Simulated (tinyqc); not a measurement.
Atomic layer deposition: Langmuir saturation, growth per cycle and coating of deep features: one step, computed by the program tinyqc. Command: `OMP_NUM_THREADS=1 python tinyqc.py 3024715 3024716 out.jsonl ald walk`. One thread of a shared host (Intel(R) Xeon(R) Processor @ 2.30GHz), about 0.05 s of CPU time with the checks.

Precursor A sticks only on free sites, so a long enough pulse saturates; co-reactant B then frees the sites again.

Problem. Steady growth per cycle. One cycle from coverage th0: pulse A gives th1 = th_s + (th0 - th_s) exp(-(k_a + k_d) t), th_s = k_a/(k_a + k_d); the purge leaves th2 = th1 exp(-k_d t_p); pulse B converts c_B th2 into film and leaves th3 = (1 - c_B) th2. Growth = G c_B th2. The periodic state has th0 = th3: th0 = (1 - c_B) e_p th_s (1 - e_a)/(1 - (1 - c_B) e_p e_a), with e_a = exp(-(k_a + k_d) t), e_p = exp(-k_d t_p). Share of impinging molecules used = q (th1 - th0)/(F t).

Inputs (values chosen for the exercise, modelled on zinc oxide from diethylzinc and water):
```
quantity                              value      unit
site density q                            7    1/nm^2
growth per cycle at saturation G        1.9  angstrom
temperature T                           125         C
pulse time t                          0.011         s
co-reactant completion per pulse c_B  0.999         -
purge time t_p                          7.8         s
```

k_a = 135.1806 1/s

k_d = 3.211423e-07 1/s

flux F = 22530.11 1/(nm^2 s)

Give: coverage after pulse A; growth per cycle; share of impinging molecules used.

Solution.

coverage after pulse A = 0.7741

growth per cycle = 1.469 angstrom

share of impinging molecules used = 0.02184

The pulse is 1.49 filling times long: not fully saturated, so thickness still depends somewhat on the local dose.
